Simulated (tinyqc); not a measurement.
# Ballistic Schottky-barrier transistor with a two-dimensional channel, WKB contacts: barrier height from the temperature dependence

Source Fermi level 0, drain Fermi level -Vd. Far from the contacts Ec = pn - psi, and the gate moves psi one to one; the band edges relax as exp(-x/lam) from pn at the source and pn - Vd at the drain; Ev = Ec - Eg. A carrier of energy w inside the channel band meets at a contact a barrier of height D (the contact edge beyond the channel edge): T = 1 for w >= D, else exp(-S), S = 4 lam sqrt(m/C) [sqrt(D - w) - sqrt(w) arctan sqrt((D - w)/w)], C = hbar^2/(2 m0). The two contacts combine as Ts Td/(Ts + Td - Ts Td).

I/W = g (2 q^2/h) int T(w) [N(Es + w) - N(Ed + w)] dw with w the energy of motion along the channel, N(y) = (1/2 pi) sqrt(pi m kB T/C) Fm(-y/kB T), Fm(x) = (1/sqrt(pi)) int_0^infinity u^(-1/2)/(1 + exp(u - x)) du. Electrons: Ds = psi, Dd = psi - Vd, Es = Ec, Ed = Ec + Vd. Holes: Ds = -psi, Dd = Vd - psi, Es = -Ev, Ed = -Ev - Vd. The size of each current is taken; both flow from drain to source and add. The integrals are converged. The apparent barrier is -d ln(I_e/T^1.5)/d(q/kB T), taken between T - 10 K and T + 10 K for the electron current.

Inputs (values chosen for the exercise); channel values close to those of a molybdenum disulphide layer: temperature T = 300 K; barrier for electrons at both contacts pn = 0.51 eV; electron mass mn = 0.46 m0; valleys or subbands g = 2; screening length at the contacts lam = 4.8 nm; drain bias Vd = 0.1 V.

Constants: q = 1.602176634e-19 C, kB = 1.380649e-23 J/K, hbar = 1.054571817e-34 J s, h = 6.62607015e-34 J s, m0 = 9.1093837015e-31 kg, Vt = kB T/q, hbar^2/(2 m0) = 0.0380998212 eV nm^2. Results are converted to the units shown.

Barrier height from the temperature dependence:
```
ps (V)  electrons (uA/um)  Ec (eV)  apparent barrier (eV)
-0.25            1.06e-10    0.760                  0.758
-0.18             1.58e-9    0.690                  0.688
-0.11             2.37e-8    0.620                  0.618
-0.04             3.56e-7    0.550                  0.548
0                 1.67e-6    0.510                  0.508
0.1               4.66e-6    0.410                  0.477
0.17              8.50e-6    0.340                  0.454
0.24              1.58e-5    0.270                  0.429
0.31              3.04e-5    0.200                  0.400
0.38              6.04e-5    0.130                  0.368
0.45              1.25e-4    0.060                  0.332
```

Read the table: what changes, and by how much?

For psi < 0 the channel edge is the highest point, and the apparent barrier follows Ec one to one (0.758 eV against 0.760). At flat band it is 0.508 eV (psi = 0 V), near pn = 0.51 eV. Beyond, the top stays at pn but tunnelling lowers the apparent value to 0.332 eV in the last row, so only the point where the line bends gives the true barrier.

Range of the model: No scattering, image-force lowering, channel charge or band-to-band tunnelling; parabolic kappa overstates S deep in the gap.

Computed by the program tinyqc: `OMP_NUM_THREADS=1 python tinyqc.py 2390153 2390154 out.jsonl`, one thread of a shared Intel Xeon 2.30GHz, about 0.2 s for the whole run.
